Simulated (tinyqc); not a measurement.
Inside a calculation. Method: ROHF in the sto-6g basis, for BeH, spin multiplicity 2. One step of it, computed by the program tinyqc.

Question. Iteration 2: Roothaan effective Fock matrix. With projectors Pc = D(beta) S, Po = (D(alpha) - D(beta)) S, Pv = 1 - D(alpha) S, the block xy is Px^T F Py; with Fc = (F(alpha) + F(beta))/2, the blocks are Fc for cc, oo, vv and cv, F(beta) for co and F(alpha) for ov.

F(alpha) (hartree), lower triangle:
```
,1Be 1s,1Be 2s,1Be 2px,1Be 2py,1Be 2pz,2H 1s
1Be 1s,-4.478117
1Be 2s,-1.228485,-0.654484
1Be 2px,0.000000,0.000000,0.224086
1Be 2py,0.000000,0.000000,0.000000,0.224086
1Be 2pz,-0.035529,-0.212333,0.000000,0.000000,-0.264004
2H 1s,-0.540784,-0.584866,0.000000,0.000000,-0.546263,-0.713585
```

F(beta) (hartree), lower triangle:
```
,1Be 1s,1Be 2s,1Be 2px,1Be 2py,1Be 2pz,2H 1s
1Be 1s,-4.465744
1Be 2s,-1.211964,-0.534877
1Be 2px,0.000000,0.000000,0.248791
1Be 2py,0.000000,0.000000,0.000000,0.248791
1Be 2pz,-0.028353,-0.050343,0.000000,0.000000,0.131673
2H 1s,-0.522739,-0.371287,0.000000,0.000000,-0.156831,-0.233631
```

D(alpha) after iteration 1, lower triangle:
```
,1Be 1s,1Be 2s,1Be 2px,1Be 2py,1Be 2pz,2H 1s
1Be 1s,1.068477
1Be 2s,-0.263162,1.018073
1Be 2px,0.000000,0.000000,0.000000
1Be 2py,0.000000,0.000000,0.000000,0.000000
1Be 2pz,0.018645,-0.192977,0.000000,0.000000,0.628858
2H 1s,-0.011907,0.013999,0.000000,0.000000,0.256877,0.113945
```

D(beta) after iteration 1, lower triangle:
```
,1Be 1s,1Be 2s,1Be 2px,1Be 2py,1Be 2pz,2H 1s
1Be 1s,1.062889
1Be 2s,-0.250848,0.990938
1Be 2px,0.000000,0.000000,0.000000
1Be 2py,0.000000,0.000000,0.000000,0.000000
1Be 2pz,0.073065,-0.312903,0.000000,0.000000,0.098841
2H 1s,0.013135,-0.041185,0.000000,0.000000,0.012988,0.001719
```

overlap S, lower triangle:
```
,1Be 1s,1Be 2s,1Be 2px,1Be 2py,1Be 2pz,2H 1s
1Be 1s,1.000000
1Be 2s,0.254764,1.000000
1Be 2px,0.000000,0.000000,1.000000
1Be 2py,0.000000,0.000000,0.000000,1.000000
1Be 2pz,0.000000,0.000000,0.000000,0.000000,1.000000
2H 1s,0.108006,0.536464,0.000000,0.000000,0.568924,1.000000
```

Give: effective F.

Answer.

effective F (hartree), lower triangle:
```
,1Be 1s,1Be 2s,1Be 2px,1Be 2py,1Be 2pz,2H 1s
1Be 1s,-4.4719
1Be 2s,-1.2182,-0.5795
1Be 2px,0.0000,0.0000,0.2364
1Be 2py,0.0000,0.0000,0.0000,0.2364
1Be 2pz,-0.0266,-0.1099,0.0000,0.0000,-0.0657
2H 1s,-0.5270,-0.4622,0.0000,0.0000,-0.3611,-0.4913
```
